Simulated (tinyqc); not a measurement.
# Keating valence-force model of a tetrahedral crystal, step by step

A worked calculation. Computed by tinyqc, a small Python program that keeps every step. Command: `OMP_NUM_THREADS=1 python tinyqc.py 3019961 3019962 out.jsonl keating walk`. One thread of a shared host (Intel(R) Xeon(R) Processor @ 2.30GHz), about 0.02 s of CPU time with the checks. Intermediate numbers are printed to about 6 digits and carried at full precision; extremes and crossings named in words are read from the listed rows.

Atom A sits at 0 and atom B at a/4 (1,1,1) of an fcc lattice; the four bonds from A are t = a/4 (1,1,1), a/4 (1,-1,-1), a/4 (-1,1,-1), a/4 (-1,-1,1), of length d = sqrt(3) a/4. Energy: E = (3 alpha/(8 d^2)) sum over bonds (r.r - d^2)^2 + (3 beta/(8 d^2)) sum over pairs of bonds at one atom (r_i.r_j + d^2/3)^2; both atoms have the mass M. The cell holds two atoms, Omega = a^3/4. 1 N/m = 1 J/m^2.

Inputs (values chosen for the exercise, for a model crystal):
```
quantity               value      unit
lattice constant a     5.009  angstrom
atomic mass M           62.8         u
bond stretching alpha   43.6       N/m
bond bending beta       13.4       N/m
mesh divisions n           4         -
temperature T            600         K
```

Structure: diamond.

wave vector q (2 pi/a): 0.3  0.18  0

Constants: 1 eV/angstrom^2 = 16.02176634 J/m^2; nu for 1 eV/(angstrom^2 u) = 15.6333042 THz; 1 THz = 33.35640952 1/cm; u = 1.6605390666e-27 kg; h x 1 THz = 4.135667696 meV; k_B = 8.617333262e-05 eV/K.

## Dynamical matrix at q

With displacements u exp(i q.r), each bracket changes by g.u, where g = (g_A, g_B): bond t, g = (-2 t, 2 t exp(i q.t)); pair (i, j) at A, g = (-(t_i + t_j), t_i exp(i q.t_j) + t_j exp(i q.t_i)); pair at B, g = (-t_i exp(-i q.t_j) - t_j exp(-i q.t_i), t_i + t_j). Then D_mn = sum over the 4 bonds and 12 pairs of (4 k/a^2) conj(g_m) g_n / sqrt(M_m M_n), with k = alpha or beta converted to eV/angstrom^2.

D(q) (eV/(angstrom^2 u)), lower triangle (Hermitian):
```
                    A x                 A y                 A z                 B x
A x            0.236728
A y            0.005773            0.229894
A z  0.000000-0.002942i  0.000000-0.001677i            0.227457
B x           -0.193887            0.015207  0.000000+0.029845i            0.236728
B y            0.015207           -0.193887  0.000000+0.052342i            0.005773
B z  0.000000+0.029845i  0.000000+0.052342i           -0.193887  0.000000+0.002942i

                    B y       B z
B y            0.229894
B z  0.000000+0.001677i  0.227457
```

## Frequencies at q

Diagonalise the Hermitian matrix D. An eigenvalue lambda of D in eV/(angstrom^2 u) gives nu = 15.6333042 THz x sqrt(lambda). The weight on A is the sum of |e|^2 over the three components of atom A.

frequencies (THz): 2.0345  2.4808  3.5397  10.1959  10.2751  10.3397

weights on atom A: 0.5  0.5  0.5  0.5  0.5  0.5

With equal masses the inversion that swaps the two atoms makes every weight one half.

## Elastic constants and internal strain

C11 = (alpha + 3 beta)/a, C12 = (alpha - beta)/a, C44 = 4 alpha beta/(a (alpha + beta)); with the two sublattices clamped C44(0) = (alpha + beta)/a; internal-strain parameter zeta = (alpha - beta)/(alpha + beta); B = (C11 + 2 C12)/3.

C11 = 167.299 GPa

C12 = 60.2915 GPa

C44 = 81.8513 GPa

clamped C44(0) = 113.795 GPa

internal-strain parameter zeta = 0.529825

bulk modulus B = 95.9606 GPa

Letting the sublattices shift lowers C44 by 28 %, which is zeta^2. A shear is shared between bond lengths and angles. The model fixes 2 C44 (C11 + C12)/((C11 - C12)(C11 + 3 C12)) = 1.000 whatever alpha and beta are.

## Optical mode at the zone centre

mu = M/2; lambda = 4 (alpha + beta)/mu with the springs in eV/angstrom^2; nu = 15.6333042 THz x sqrt(lambda).

reduced mass mu = 31.4 u

Raman frequency = 10.5244 THz

the same as a wavenumber = 351.057 1/cm

## Frequencies at the zone boundary

The formulas are those given above.

Frequencies (THz) at points given in 2 pi/a:
```
point                 nu 1     nu 2     nu 3     nu 4     nu 5     nu 6
X (1, 0, 0)        5.10285  5.10285  8.27051  8.27051  9.20458  9.20458
L (0.5, 0.5, 0.5)  3.60826  3.60826  7.96835  8.17301  9.88655  9.88655
W (1, 0.5, 0)      5.64229  5.64229  7.44189  7.44189  9.58893  9.58893
K (0.75, 0.75, 0)  4.71442  6.11619  7.34883  7.81348  9.40944  9.72337
```

At X the two longitudinal modes are degenerate (8.27 THz), as the diamond symmetry demands.

## Lowest frequency at X

Take the lowest frequency at X = (1, 0, 0) 2 pi/a, the transverse acoustic (TA) mode.

TA frequency at X = 5.10285 THz

## Transverse acoustic branch against its sound line

The sound line is nu = v q/(2 pi) with v = sqrt(C44/rho), rho = (M_A + M_B)/Omega; the clamped line uses C44(0).

Frequencies (THz) along G-X; columns: (1) q (2 pi/a); (2) lowest branch; (3) sound line, relaxed C44; (4) sound line, clamped C44(0); (5) third-lowest frequency; (6) highest frequency:
```
(1)       (2)      (3)      (4)      (5)      (6)
0.05  0.35035  0.35052  0.41329  0.50087  10.5201
0.15  1.04704  1.05155  1.23988  1.49657  10.4854
0.30  2.06634  2.10310  2.47976  2.95291  10.3639
0.45  3.02624  3.15465  3.71964  4.33135  10.1482
0.60  3.88495  4.20620  4.95952  5.59916   9.8212
0.75  4.57945  5.25775  6.19940  6.73060   9.4759
0.90  5.01330  6.30930  7.43927  7.70838   9.2537
1.00  5.10285  7.01034  8.26586  8.27051   9.2046
```

At small q the branch follows the relaxed line (1.000 of it, against 0.848 of the clamped one): in a long shear wave the sublattices shift against each other. At X it reaches 73 % of the relaxed line. Real tetrahedral semiconductors have flatter TA branches than a Keating model fitted to their elastic constants, which needs longer-ranged terms to mend.

## Thermal sums on a mesh

Mesh: q = sum_i (m_i + 1/2)/n b_i, m_i = 0..n-1, with b = [[-1, 1, 1], [1, -1, 1], [1, 1, -1]] in 2 pi/a; sums over the six modes are averaged over the n^3 points and halved, per atom. With x = h nu/(k_B T) and n = 1/(exp(x) - 1) for each mode: F = k_B T [x/2 + ln(1 - exp(-x))], U = k_B T x (n + 1/2), S/k_B = x n - ln(1 - exp(-x)), C/k_B = x^2 n (n + 1). The acoustic share counts the three lowest modes at each q; zero-point energy = sum h nu/2.

free energy F = -95.5264 meV/atom

entropy S = 4.94057 k_B/atom

heat capacity C = 2.90854 k_B/atom

acoustic share of C = 0.508534

zero-point energy = 44.7511 meV/atom

C is 97 % of the classical value; acoustic and optical modes carry nearly equal shares.

Checks made by the program: slopes of the acoustic branches along [110] against C11, C12 and the relaxed C44 (relative difference 1e-06); zone-centre optical mode against D(q = 0) (relative difference below 1e-10); longitudinal modes at X against the diagonal of D (relative difference below 1e-10).
